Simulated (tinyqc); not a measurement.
## AlGaN/GaN HEMT with access regions, lumped model: effect of the gate length

A polarisation-induced electron sheet under a Schottky gate, in series with two ungated access regions and contacts. Drift law v = mu E/(1 + mu E/vs) under the gate. Currents in mA/mm, resistances in ohm mm. No self-heating, no channel-length modulation; fits for polarisation, barrier and offset are chosen for the exercise.

sigma = (5e13 x + 1.6e13 x^2) cm^-2, phiB = 0.84 + 1.3 x, dEc = 0.7 (1.71 x + x^2) in volts, Cb = eps0 eps_r/d, VT = phiB - dEc - q sigma/Cb, access density n0 = -Cb VT/q. Access resistance R(L, n) = L/(q mu n sqrt(1 - (I/(q n vs))^2)); Rs = Rc + R(Ls, n0), Rd = Rc + R(Ld, (1 - ft) n0). Vg' = Vg - I Rs, Vd' = Vd - I (Rs + Rd); with u = Vg' - VT, Vc = vs Lg/mu and w the smaller of Vd' and Vc [sqrt(1 + 2 u/Vc) - 1] (0 if negative), the channel gives (mu Cb/Lg)(u w - w^2/2)/(1 + w/Vc). I equals that channel current. Isat is I at Vd = 10 V, gm = dIsat/dVg, Ron the limit of Vd/I at small Vd.

Values chosen for this exercise; values close to those of AlGaN/GaN structures:

| symbol | value | unit | meaning |
|---|---|---|---|
| x | 0.25 |  | aluminium share of the barrier |
| d | 30 | nm | barrier thickness |
| eps_r | 9.2 |  | relative permittivity of barrier and channel |
| mu | 1100 | cm^2/(V s) | channel mobility |
| vs | 1.6e7 | cm/s | saturation velocity |
| Ls | 0.5 | um | source access length |
| Ld | 4 | um | drain access length |
| Rc | 0.5 | ohm mm | resistance of each contact |
| ft | 0 |  | share of the drain-access electrons removed by traps |
| Vg | -0.5 | V | gate voltage |

Constants: q = 1.602176634e-19 C, eps0 = 8.8541878128e-14 F/cm where lengths are in cm. Results are converted to the units shown.

The same in every row: VT (V) = -7.144; n0 (cm^-2) = 1.211e13.

Result of one run:

| Lg (um) | Ron (ohm mm) | Isat (mA/mm) | gm (mS/mm) |
|---|---|---|---|
| 0.93 | 3.578 | 1257 | 236.9 |

What becomes of these results when the gate length Lg is changed from 0.93 to 0.05 um, all else the same?

Result of the changed run:

| Lg (um) | Ron (ohm mm) | Isat (mA/mm) | gm (mS/mm) |
|---|---|---|---|
| 0.05 | 3.134 | 1888 | 287.3 |

The whole series:

| Lg (um) | Ron (ohm mm) | Isat (mA/mm) | gm (mS/mm) |
|---|---|---|---|
| 0.05 | 3.134 | 1888 | 287.3 |
| 0.09 | 3.154 | 1812 | 283.5 |
| 0.16 | 3.190 | 1715 | 277.6 |
| 0.29 | 3.255 | 1589 | 268.5 |
| 0.52 | 3.371 | 1437 | 255.3 |
| 0.93 | 3.578 | 1257 | 236.9 |
| 1.7 | 3.966 | 1046 | 211.3 |
| 3 | 4.621 | 836.0 | 181.3 |

As Lg goes from 0.05 to 3 um, Ron rises from 3.13 to 4.62 ohm mm, Isat falls from 1890 to 836 mA/mm and gm falls from 287 to 181 mS/mm. The ceiling Cb vs is 434 mS/mm. In every row the power passes 5 W/mm, where self-heating, left out here, lowers the current.

Numbers from tinyqc (`OMP_NUM_THREADS=1 python tinyqc.py 2570172 2570173 out.jsonl`; about 0.03 s on one thread of a shared Intel Xeon 2.30GHz).
